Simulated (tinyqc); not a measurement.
What moves the carrier density: donors with valley-orbit split 1s states.

Each donor binds at most one electron, in any of its states. For a site s, W_s = sum over its states of g exp(E/kT), and the ionised share is 1/(1 + W_s exp(eta)), eta = (EF - Ec)/kT; n = Nc F_1/2(eta); neutrality n + NA = ND x (mean ionised share); holes are neglected. Nc from N = 2 (m kB T/(4 pi c))^(3/2) with c = hbar^2/2m0, in 1/angstrom^3; times 1e24 for 1/cm^3, m = md. F_j(eta) = (1/Gamma(j + 1)) integral_0^infinity x^j dx/(1 + exp(x - eta)), which tends to exp(eta) for eta << 0.

Mobility (Caughey-Thomas form): mu = mu0 + (mu1 (T/300)^(-ga) - mu0)/(1 + ((ND + NA)/Nr)^de); rho = 1/(e n mu), e = 1.602176634e-19 C.

Constants: hbar^2/2m0 = 3.80998211 eV angstrom^2; kB = 8.617333262e-05 eV/K.

Values chosen for the exercise (near those of Sb in Si; shifted at random, so the results belong to these values and not to a real crystal):
```
symbol  value               unit        meaning
md      1.077               m0          density-of-states mass of the conduction band
E       (42.1, 32.6, 29.9)  meV         binding energies of 1s(A1), 1s(T2), 1s(E)
g       (2, 6, 4)                       their degeneracies with spin
ND      1.5e+17             1/cm^3      donors
NA      0                   1/cm^3      compensating acceptors, all ionised
T       225                 K
mu0     64                  cm^2/(V s)  mobility at heavy doping
mu1     1424                cm^2/(V s)  mobility at light doping and 300 K
Nr      1.1e+17             1/cm^3      reference doping
de      0.72                            doping exponent
ga      2.3                             temperature exponent
```

All results formed anew.

One parameter was then changed.

Results before and after:
```
case        eta  n (1/cm^3)  rho (ohm cm)
base     -5.136   1.069e+17       0.04625
changed  -5.136   1.069e+17       0.03656
```

Which of these changes was made? (a) E = (47.1, 32.6, 29.9) meV; (b) md = 1.185 m0; (c) T = 255 K; (d) Nr = 2.2e+17 1/cm^3; (e) ND = 3e+17 1/cm^3; (f) NA = 1.5e+16 1/cm^3.

Answer: (d) Nr = 2.2e+17 1/cm^3. Of the candidates, run in turn, only this one gives the changed row.

All candidates:
```
case                           eta  n (1/cm^3)  rho (ohm cm)
base                        -5.136   1.069e+17       0.04625
E = (47.1, 32.6, 29.9) meV  -5.152   1.052e+17       0.04702
md = 1.185 m0               -5.248   1.103e+17       0.04484
ND = 3e+17 1/cm^3           -4.619   1.791e+17       0.03688
NA = 1.5e+16 1/cm^3         -5.251   9.537e+16       0.05380
T = 255 K                   -5.243   1.159e+17       0.05637
Nr = 2.2e+17 1/cm^3         -5.136   1.069e+17       0.03656
```

Run: tinyqc, `OMP_NUM_THREADS=1 python tinyqc.py 1651125 1651126 out.jsonl`; Intel(R) Xeon(R) Processor @ 2.30GHz, one thread, shared host; about 0.01 s of CPU time with all checks.
